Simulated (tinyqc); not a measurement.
Two-step dopant diffusion (predeposition and drive-in) with a constant diffusivity: one step, computed by the program tinyqc.

Fick diffusion into a half space x > 0 whose background doping C_B is of the opposite type, so that a junction lies where C = C_B.

Problem. Drive-in as a Gaussian. With a sealed surface and a thin source, C = Q/sqrt(pi (Dt)2) exp(-x^2/(4 (Dt)2)); x_j = 2 sqrt((Dt)2 ln(C(0)/C_B)); gradient at the junction |dC/dx| = C_B x_j/(2 (Dt)2).

Inputs (values chosen for the exercise, modelled on gallium in silicon):

| quantity | value | unit |
|---|---|---|
| surface concentration C_s | 8e+18 | 1/cm^3 |
| background doping C_B | 5.7e+16 | 1/cm^3 |
| predeposition temperature T1 | 875 | C |
| drive-in temperature T2 | 1000 | C |

dose Q = 7.096763e+12 1/cm^2

drive-in budget (Dt)2 = 5.359536e-11 cm^2

Give: surface concentration C(0) (Gaussian); junction depth x_j; gradient at the junction.

Solution.

surface concentration C(0) (Gaussian) = 5.4692e+17 1/cm^3

junction depth x_j = 0.22017 um

gradient at the junction = 1.1708e+22 1/cm^4

Caution: C_s exceeds the intrinsic carrier density of silicon at the predeposition temperature (2e18 to 1e19 per cm^3), where real diffusivities rise with concentration and profiles turn box-like.
